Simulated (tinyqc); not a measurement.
Inside a calculation. Model: input admittance of a MOSFET at zero drain bias: distributed channel and distributed gate.

Numbers from tinyqc (`OMP_NUM_THREADS=1 python tinyqc.py 2262013 2262014 out.jsonl`; about 0.01 s on one thread of a shared Intel Xeon 2.30GHz). Printed values are rounded.

Source and drain grounded, strong inversion, w = 2 pi f, Cox = eps0 eox/tox. The channel is an RC line of resistance 1/(mu Cox Vo) per square fed from both ends, so one finger has the intrinsic admittance y = i w Cox L tanh(g)/g per width, g = (1/2) sqrt(i w tau), tau = L^2/(mu Vo). The vertical resistance rv/L is in series with y, the overlaps 2 i w Cov in parallel: y_t = 1/(1/y + rv/L) + 2 i w Cov. The gate strip is a line of Rsh/L per length loaded by y_t, so a finger has Y = y_t Wf tanh(k)/k, k = (Wf/sd) sqrt(y_t Rsh/L); the device has Nf Y.

Values chosen for this exercise; values of the order met in silicon radio-frequency transistors: relative permittivity of the gate insulator (close to silicon dioxide) eox = 3.9; insulator thickness tox = 1.8 nm; channel length L = 0.2 um; finger width Wf = 2 um; number of fingers Nf = 16; channel mobility mu = 140 cm^2/(V s); gate overdrive Vo = 0.67 V; sheet resistance of the gate Rsh = 31 ohm/square; vertical resistivity of the gate stack rv = 5.8 ohm um^2; number of ends at which a finger is contacted sd = 2; overlap and fringe capacitance on each side Cov = 0.39 fF/um; frequency f = 27 GHz.

Constants: eps0 = 8.8541878128e-14 F/cm where lengths are in cm. Results are converted to the units shown.

## Low-frequency resistances and capacitance

Low-frequency limits, with c = Cox L and ct = c + 2 Cov: R_strip = Rsh Wf/(3 sd^2 L Nf), R_ch = (c/ct)^2 L/(12 mu Cox Vo Wf Nf), R_vert = (c/ct)^2 rv/(L Wf Nf), C = ct Wf Nf.

parts (ohm): strip 1.61458, channel 1.99900, vertical 0.625900
sum = 4.23948 ohm
C = 147.738 fF
1/(2 pi R C) = 254.106 GHz

The channel term is the largest, 47.2 % of the sum.

## Admittance of the channel and stack per width

tau, g, c = Cox L, y and y_t as defined.

tau = 4.26439 ps
g = 0.300715+0.300715i
c = 3.83681 fF/um
y = 39.034+648.077i uS/um
y_t = 51.124+778.708i uS/um

w tau = 0.723, and Im y is 0.996 of w c.

## Input impedance of the device

k and Y as defined; Z = 1/(Nf Y) = R + 1/(i w C); Q = |Im Z|/R; signal at the point farthest from a contact |1/cosh k|.

k = 0.253854+0.237734i
Nf Y = 2.6224+24.7400i mS
R = 4.23695 ohm
C = 147.471 fF
Q = 9.43399
signal at the far point = 0.994851

R is 0.060 % below its low-frequency limit and C is 0.18 % below its own.
